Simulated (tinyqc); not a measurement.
Inside a calculation. Method: sp3 tight binding, zinc-blende lattice. One step of it, computed by the program tinyqc.

Task: Levels at k. Diagonalise the Hermitian matrix.

H(k) at k (eV):
```
                      a s                a px                 a py                 a pz
a s            -11.230000            0.000000             0.000000             0.000000
a px             0.000000           -7.920000             0.000000             0.000000
a py             0.000000            0.000000            -7.920000             0.000000
a pz             0.000000            0.000000             0.000000            -7.920000
c s   -1.385072+3.786780i  3.410485-0.703221i  -1.625047+1.475849i  -1.108098+2.164359i
c px  -3.410485+0.703221i  0.224521-0.613839i   1.163542-2.272652i   1.706356-1.549692i
c py   1.625047-1.475849i  1.163542-2.272652i   0.224521-0.613839i  -3.581127+0.738406i
c pz   1.108098-2.164359i  1.706356-1.549692i  -3.581127+0.738406i   0.224521-0.613839i

                      c s                 c px                 c py                 c pz
a s   -1.385072-3.786780i  -3.410485-0.703221i   1.625047+1.475849i   1.108098+2.164359i
a px   3.410485+0.703221i   0.224521+0.613839i   1.163542+2.272652i   1.706356+1.549692i
a py  -1.625047-1.475849i   1.163542+2.272652i   0.224521+0.613839i  -3.581127-0.738406i
a pz  -1.108098-2.164359i   1.706356+1.549692i  -3.581127-0.738406i   0.224521+0.613839i
c s            -11.230000             0.000000             0.000000             0.000000
c px             0.000000            -7.920000             0.000000             0.000000
c py             0.000000             0.000000            -7.920000             0.000000
c pz             0.000000             0.000000             0.000000            -7.920000
```

Give: eigenvalues; weights |c|^2 of the basis functions.

Result:

eigenvalues (eV): -17.2638  -14.7979  -12.1173  -11.6910  -4.5341  -4.2599  -3.7849  -1.5310

weights |c|^2 of the basis functions:
```
      band 1  band 2  band 3  band 4  band 5  band 6  band 7  band 8
a s   0.4070  0.1445  0.0149  0.0263  0.0531  0.2740  0.0204  0.0597
a px  0.0611  0.0832  0.0408  0.2642  0.3756  0.0249  0.0055  0.1447
a py  0.0206  0.1262  0.1488  0.1923  0.0544  0.0339  0.2684  0.1553
a pz  0.0113  0.1461  0.2955  0.0172  0.0169  0.1672  0.2057  0.1402
c s   0.4070  0.1445  0.0149  0.0263  0.0531  0.2740  0.0204  0.0597
c px  0.0611  0.0832  0.0408  0.2642  0.3756  0.0249  0.0055  0.1447
c py  0.0206  0.1262  0.1488  0.1923  0.0544  0.0339  0.2684  0.1553
c pz  0.0113  0.1461  0.2955  0.0172  0.0169  0.1672  0.2057  0.1402
```
